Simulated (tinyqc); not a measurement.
Self-heating of a transistor with one or more fingers, with temperature-dependent conductivity: one step, computed by the program tinyqc.

N long parallel fingers lie on the top face of a slab whose bottom is held at T_0; the top is otherwise insulated, and heat flows in two dimensions. P in W/mm is 1000 P in W/m.

Problem. Linear temperature rise of each finger. theta_i = (P/(pi kappa_0)) [g_0 + sum over j != i of g(|i - j| s)], with equal powers and constant conductivity; thermal resistance = largest theta/P.

Inputs (values chosen for the exercise, modelled on indium phosphide):
```
quantity                                      value        unit
conductivity at the base temperature kappa_0   53.6     W/(m K)
power per gate width P                         0.99        W/mm
fingers N                                         5           -
width of the heat source w                     0.16  micrometre
phonon free path Lambda                          93          nm
```

Power: power rises with temperature.

own factor g_0 = 7.617441

g(j s), j = 1..7: 0.4844857  0.1130402  0.0268329  0.0063755  0.0015149  0.0003600  0.0000855

Give: theta of each finger; largest theta; thermal resistance.

Solution.

theta of each finger (K): 48.49  51.30  51.81  51.30  48.49

largest theta = 51.81 K

thermal resistance = 52.33 K mm/W

The neighbours supply 14 % of the rise of the hottest finger, which runs 3.3 K above the outer ones. Caution: the source is narrower than two phonon free paths, so the Fourier result understates the rise at the source.
